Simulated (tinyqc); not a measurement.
# Potential step from the flux

Inverse problem. On one interval J = (q mu Vt/hx) [nb B(d) - na B(-d)], B(d) = d/(exp(d) - 1), d = (psi_b - psi_a)/Vt. Find psi_b - psi_a, and the step at which J would vanish.

Values chosen for this exercise:

| symbol | value | unit | meaning |
|---|---|---|---|
| T | 293 | K | temperature |
| mu | 1360 | cm^2/(V s) | electron mobility |
| na | 4.9e15 | cm^-3 | density at the left node |
| nb | 8e15 | cm^-3 | density at the right node |
| hx | 22 | nm | node spacing |

Constants: q = 1.602176634e-19 C, kB = 1.380649e-23 J/K, Vt = kB T/q. Results are converted to the units shown.

J = -42363.641 A/cm^2

Answer. B(d) falls and B(-d) rises with d, so J falls steadily with the step and one value matches. J = 0 needs nb/na = exp(d), the Boltzmann ratio.

psi_b - psi_a = 0.0890 V
step for J = 0 = 0.0124 V

Numbers from tinyqc (`OMP_NUM_THREADS=1 python tinyqc.py 2220005 2220006 out.jsonl`; about 0.01 s on one thread of a shared Intel Xeon 2.30GHz).
